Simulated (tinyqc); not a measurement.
Avalanche multiplication and breakdown of a junction from ionisation integrals: one step, computed by the program tinyqc. Command: `OMP_NUM_THREADS=1 python tinyqc.py 3027761 3027762 out.jsonl impact walk`. One thread of a shared host (Intel(R) Xeon(R) Processor @ 2.30GHz), about 0.01 s of CPU time with the checks.

Ionisation coefficients follow the local field. Position x runs through the depletion layer from the p side (x = 0), where electrons enter, to the n side (x = w), where holes enter. The built-in voltage is neglected.

Problem. Multiplication and noise. M_n = 1/(1 - I_n), M_p = M_n exp(-Phi(w)); McIntyre excess noise for the carrier with the larger M, F_x = k M + (1 - k)(2 - 1/M), with k = (smaller M - 1)/(larger M - 1).

Junction: one-sided abrupt n+p.

Every 50th point:
```
x (micrometre)  F (MV/cm)  alpha_n (1/cm)  alpha_p (1/cm)            Phi   I_n up to x
0.000000         0.000000               0               0              0             0
0.139680         0.338741    4.027748e-35    1.270904e-13  -4.009255e-20  7.314868e-42
0.279360         0.677483    1.393332e-13    9.465661e-04  -1.077505e-09  7.709890e-20
0.419041         1.016224    2.107263e-06    1.848546e+00  -4.548051e-06  2.533077e-12
0.558721         1.354965    8.195036e-03    8.169021e+01  -3.450191e-04  1.715864e-08
0.698401         1.693707    1.168019e+00    7.931838e+02  -5.063007e-03  3.764815e-06
0.838081         2.032448    3.187006e+01    3.610021e+03  -3.205358e-02  1.480640e-04
0.977762         2.371189    3.381031e+02    1.065631e+04  -1.235681e-01  2.235731e-03
1.117442         2.709931    1.987462e+03    2.399825e+04  -3.437493e-01  1.961902e-02
```

Give: M_n; M_p; effective k; excess noise factor.

Solution.

M_n = 1.0200

M_p = 1.4384

effective k = 0.045642

excess noise factor = 1.3109

Injecting holes gives the larger gain and, at equal gain, the lower noise.
